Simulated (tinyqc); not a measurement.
Grain-boundary trapping model (Seto) of a polycrystalline semiconductor film: one step, computed by the program tinyqc.

Grains of equal size L are joined by thin boundaries with one trap level. Trapped carriers deplete a width W on each side and raise a barrier, crossed by thermionic emission. Dopants are fully ionised, statistics are non-degenerate and mu_g does not depend on T.

Task: Barrier. N_c(T) = N_c (T/300 K)^(3/2). Filled traps Q = Q_t/(1 + (1/2) exp((E_t* - E_F)/k_B T)), where E_t* = e V_B - E_t and E_F are counted from the band edge at the grain centre. Partial depletion: Q = 2 N W, V_B = e N W^2/(2 eps eps_0), E_F = k_B T ln(N/N_c); solve for W. If that W would exceed L/2 the grain is fully depleted: W = L/2, Q = N L, and E_F follows from the trap equation. Centre density n_0 = N_c exp(E_F/k_B T).

Inputs (values chosen for the exercise, modelled on polycrystalline silicon):

| quantity | value | unit |
|---|---|---|
| permittivity eps | 11.7 | - |
| effective density of states at 300 K, N_c | 2.1e+19 | 1/cm^3 |
| grain size L | 420 | nm |
| trap density Q_t | 2.1e+12 | 1/cm^2 |
| trap level E_t below the band edge | 0.52 | eV |
| doping N | 2.5e+16 | 1/cm^3 |
| temperature T | 300 | K |

Grain interior: neglected.

Constants: k_B = 8.617333262e-05 eV/K; e = 1.602176634e-19 C; eps_0 = 8.8541878128e-12 F/m.

Give: depletion width W; barrier V_B; E_F; centre density n_0.

Result:

depletion width W = 140.5 nm

barrier V_B = 0.3816 V

E_F = -0.1741 eV

centre density n_0 = 2.50e+16 1/cm^3

The grain is partly depleted; 33.5 % of the traps are filled, and they hold 66.9 % of the carriers.
